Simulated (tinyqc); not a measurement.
# Slope factor and drain-induced lowering from three currents

Question. With source and body at 0 V, I = A exp((Vg + dd Vd)/(nf Vt)) (1 - exp(-Vd/Vt)). Find nf, the swing nf Vt ln 10 and dd.

Inputs (values chosen for the exercise): temperature T = 300 K.

Constants: q = 1.602176634e-19 C, kB = 1.380649e-23 J/K, Vt = kB T/q. Results are converted to the units shown.

currents at (Vg, Vd) = (0, 0.05), (0, 0.9) and (0.12, 0.9) V (nA/um): [6.0150735e-4, 0.011283686, 0.22987105]

Solution. The pair at equal Vd gives nf; the pair at equal Vg, after dividing out the factors 1 - exp(-Vd/Vt), gives dd.

nf = 1.540
swing = 91.67 mV/decade
dd = 0.1300

Computed by the program tinyqc: `OMP_NUM_THREADS=1 python tinyqc.py 2242236 2242237 out.jsonl`, one thread of a shared Intel Xeon 2.30GHz, about 0.03 s for the whole run.
